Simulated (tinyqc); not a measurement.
Sublattice potential against complex hopping: Haldane model. Computed by the program tinyqc. 

Honeycomb lattice:
```
parameter,value
t1 (eV),1.170000
t2 (eV),0.100000
phi (rad),-0.730000
```

H_AA = delta - 2 t2 sum cos(k.b + phi), H_BB = -delta - 2 t2 sum cos(k.b - phi), H_AB = -t1 (1 + exp(-i k.a1) + exp(-i k.a2)), b = a1, a2 - a1, -a2, m = 3 sqrt3 t2 sin(phi); the sign of the Chern number follows the orientation k1 then k2.

Gaps at the two valleys (eV) and Chern number of the lower band (12 x 12 mesh):
```
delta,gap 2|delta - m|,gap 2|delta + m|,Chern number
-0.624,0.555,1.941,0
-0.450,0.207,1.593,0
-0.208,0.277,1.109,1
0.000,0.693,0.693,1
0.139,0.971,0.415,1
0.260,1.213,0.173,1
0.433,1.559,0.173,0
0.693,2.079,0.693,0
```

Here |m| = 0.3465 eV. For |delta| < |m| the two valleys have masses of opposite sign and the Chern number is +/-1; one gap closes at |delta| = |m|, and beyond it the band is trivial.
